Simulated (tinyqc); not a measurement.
Admittance spectroscopy and thermally stimulated current of one trap level in a depletion layer: one step, computed by the program tinyqc.

A Schottky junction on n-type material holds one donor-like electron trap; shallow donors are fully ionised and abrupt depletion edges are assumed.

Question. Temperature of the peak. N_c = 2 (2 pi m k_B T/h^2)^(3/2), v_th = sqrt(3 k_B T/m), emission rate e_n = sigma v_th N_c exp(-E_t/(k_B T)). Where the level crosses the Fermi level capture equals emission, so the trap follows the signal with the rate 2 e_n; G/omega peaks at omega = 2 e_n (the correction for large N_t/N is left out). Solve 2 e_n(T_p) = 2 pi f.

Inputs (values chosen for the exercise, modelled on n-type GaN):
```
quantity                         value    unit
density-of-states mass m         0.201     m_0
shallow doping N                 5e+16  1/cm^3
trap depth E_t below the band    0.299      eV
capture cross section sigma    9.8e-17    cm^2
test frequency f                500000      Hz
```

Constants: k_B = 1.380649e-23 J/K; m_0 = 9.1093837015e-31 kg; h = 6.62607015e-34 J s; k_B = 8.617333262e-05 eV/K.

Give: peak temperature T_p; N_c at T_p; e_n at T_p; E_c - E_F = k_B T_p ln(N_c/N).

Answer.

peak temperature T_p = 395.9 K

N_c at T_p = 3.428e+18 1/cm^3

e_n at T_p = 1.571e+06 1/s

E_c - E_F = k_B T_p ln(N_c/N) = 0.1442 eV
